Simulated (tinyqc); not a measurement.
# Gated two-dimensional channel with two bands, quantum capacitance: two studies

phi is the Fermi level above the lowest band edge, in volts; Vg is counted from the gate voltage at which an empty channel would have phi = 0. The channel has no thickness; trap charge is -q Dit phi.

Parameters, values chosen for the exercise; lowest band close to that of a thin In0.53Ga0.47As body: temperature T = 150 K; relative permittivity of the gate insulator (close to aluminium oxide) eox = 8.93; insulator thickness tox = 3 nm; in-plane mass md = 0.0495 m0; valley degeneracy gv = 1; in-plane mass of a second band, chosen freely m2 = 0.063 m0; valley degeneracy of that band, chosen freely g2 = 1; second band edge above the first E2 = 0.13 eV; density of traps Dit = 0 cm^-2 eV^-1; gate voltage Vg = 0.16 V.

Constants: q = 1.602176634e-19 C, kB = 1.380649e-23 J/K, hbar = 1.054571817e-34 J s, m0 = 9.1093837015e-31 kg, Vt = kB T/q, eps0 = 8.8541878128e-14 F/cm where lengths are in cm. Results are converted to the units shown.

Each table varies one quantity; the others keep the values above.

## Effect of the gate voltage

D1 = gv md m0 q/(pi hbar^2), D2 = g2 m2 m0 q/(pi hbar^2) per eV; n1 = D1 Vt ln(1 + exp(phi/Vt)), n2 = D2 Vt ln(1 + exp((phi - E2)/Vt)), n = n1 + n2; Cq = q dn/dphi = q [D1/(1 + exp(-phi/Vt)) + D2/(1 + exp((E2 - phi)/Vt))]. Cox = eps0 eox/tox; Vg = phi + q (n + Dit phi)/Cox. 1/C_G = 1/Cox + 1/(Cq + q Dit); dphi/dVg = Cox/(Cox + Cq + q Dit).

The same in every row: Cox (uF/cm^2) = 2.636.

Effect of the gate voltage:
```
Vg (V)	phi (V)	n (cm^-2)	Cq (uF/cm^2)	C_G (uF/cm^2)	dphi/dVg	share of the second band (%)
-0.2	-0.2000	5.097e4	6.317e-7	6.317e-7	1.000	0.005456
0	-0.007310	1.202e11	1.200	0.8247	0.6871	0.006890
0.2	0.08825	1.838e12	3.470	1.498	0.4317	0.7180
0.4	0.1570	3.997e12	7.065	1.920	0.2717	18.78
0.6	0.2095	6.424e12	7.520	1.952	0.2595	32.57
0.8	0.2613	8.861e12	7.529	1.952	0.2593	39.01
1	0.3132	1.130e13	7.529	1.952	0.2593	42.68
1.2	0.3651	1.373e13	7.529	1.952	0.2593	45.04
1.4	0.4169	1.617e13	7.529	1.952	0.2593	46.69
1.6	0.4688	1.861e13	7.529	1.952	0.2593	47.91
```

What does the table show?

As Vg goes from -0.2 to 1.6, Cq rises from 6.32e-7 to 7.53 uF/cm^2, C_G/Cox rises from 2.40e-7 to 0.741 and n rises from 51000 to 1.86e13 cm^-2. Cq is below Cox for Vg = -0.2, 0; there the density of states limits the response dn/dVg more than the insulator does. For Vg = 1, 1.2, 1.4, 1.6 phi exceeds 0.3 V, where non-parabolicity and further bands matter for so light a mass.

## Effect of the density of traps

Same model as above.

The same in every row: Cox (uF/cm^2) = 2.636.

Effect of the density of traps:
```
Dit (cm^-2 eV^-1)	phi (V)	n (cm^-2)	Cq (uF/cm^2)	C_G (uF/cm^2)	dphi/dVg	share of the second band (%)
0	0.07077	1.468e12	3.342	1.473	0.4409	0.2359
1e11	0.07058	1.464e12	3.341	1.476	0.4398	0.2331
3e11	0.07020	1.456e12	3.339	1.482	0.4376	0.2277
7e11	0.06946	1.441e12	3.336	1.494	0.4332	0.2174
2e12	0.06716	1.393e12	3.327	1.530	0.4195	0.1883
4e12	0.06390	1.325e12	3.315	1.582	0.3999	0.1539
1e13	0.05575	1.157e12	3.283	1.712	0.3505	0.09393
3e13	0.03901	8.198e11	3.162	1.981	0.2485	0.03638
```

Read the table: what changes, and by how much?

As Dit goes from 0 to 3e13, Cq falls from 3.34 to 3.16 uF/cm^2, C_G/Cox rises from 0.559 to 0.751 and n falls from 1.47e12 to 8.20e11 cm^-2. Cq exceeds Cox in every row, so the insulator is the tighter limit, though Cq still cuts C_G by up to 44 %.

tinyqc, about 0.01 s, one thread, Intel Xeon 2.30GHz (shared host): `OMP_NUM_THREADS=1 python tinyqc.py 2200128 2200129 out.jsonl`
